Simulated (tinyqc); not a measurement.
# Worked calculation: free and trapped electrons in a MOS channel with a dense trap tail

Program tinyqc, `OMP_NUM_THREADS=1 python tinyqc.py 2222009 2222010 out.jsonl`; Intel Xeon 2.30GHz, shared host, one thread, about 0.02 s. Printed values are rounded.

p-type body, charge-sheet picture, full ionisation (an idealisation for deep acceptors), Boltzmann statistics for free electrons. e = Ec - EF at the surface. Acceptor-like traps of density D(E) = D0 + De exp(-E/Ew) at depth E below Ec, from 0 to Eu, hold n_t = integral of D(E)/(1 + exp((e - E)/Vt)). psi = Eg - Vt ln(Nv/Na) - e; N_dep = sqrt(2 eps0 eps_r Na (psi - Vt)/q); n_f = sqrt(N_dep^2 + 2 eps0 eps_r Vt Nc exp(-e/Vt)/q) - N_dep; Vg = Vfb + psi + q (N_dep + n_t + n_f)/Cox, Cox = eps0 eox/tox.

Values chosen for this exercise; band and dielectric values close to those of 4H silicon carbide: temperature T = 475 K; band gap Eg = 3.31 eV; relative permittivity eps_r = 9.53; conduction-band density of states at T Nc = 3.37e19 cm^-3; valence-band density of states at T Nv = 5.02e19 cm^-3; relative permittivity of the insulator eox = 3.9; insulator thickness tox = 53 nm; acceptor density Na = 8.3e15 cm^-3; flat-band voltage without trapped charge Vfb = -2.91 V; constant background density of acceptor-like traps D0 = 1.4e11 cm^-2 eV^-1; density of the tail at the conduction edge De = 3.6e13 cm^-2 eV^-1; decay energy of the tail Ew = 0.1 eV; depth below Ec down to which the traps reach Eu = 0.63 eV; mobility of free electrons mf = 85 cm^2/(V s); Ec - EF at the surface e = 0.265 eV.

Constants: q = 1.602176634e-19 C, kB = 1.380649e-23 J/K, Vt = kB T/q, eps0 = 8.8541878128e-14 F/cm where lengths are in cm. Results are converted to the units shown.

## Trapped charge

Trapezoid rule on 15 equal steps from 0 to Eu, f = 1/(1 + exp((e - E)/Vt)).

E, point 0 to 15 (eV): [0, 0.042, 0.084, 0.126, 0.168, 0.21, 0.252, 0.294, 0.336, 0.378, 0.42, 0.462, 0.504, 0.546, 0.588, 0.63]
D(E) f, point 0 to 15 (cm^-2 eV^-1): [5.567406e10, 1.019889e11, 1.861160e11, 3.356536e11, 5.856807e11, 9.410949e11, 1.279180e12, 1.369057e12, 1.181893e12, 9.044124e11, 6.647708e11, 4.907137e11, 3.719717e11, 2.928224e11, 2.405223e11, 2.060793e11]
n_t = 3.812237e11 cm^-2

With 1600 steps n_t = 3.814e11 cm^-2; the coarse value is 0.056 % below it.

## Charges and gate voltage

psi, N_dep, n_f and Vg as defined, with the n_t given; free share n_f/(n_f + n_t); apparent mobility mf n_f/(n_f + n_t); gate voltage spent on traps q n_t/Cox.

psi = 2.688581 V
N_dep = 4.811161e11 cm^-2
n_f = 2.275933e10 cm^-2
Vg = 1.955112 V
free share = 5.633734 %
apparent mobility = 4.788674 cm^2/(V s)
gate voltage spent on traps = 0.9374601 V
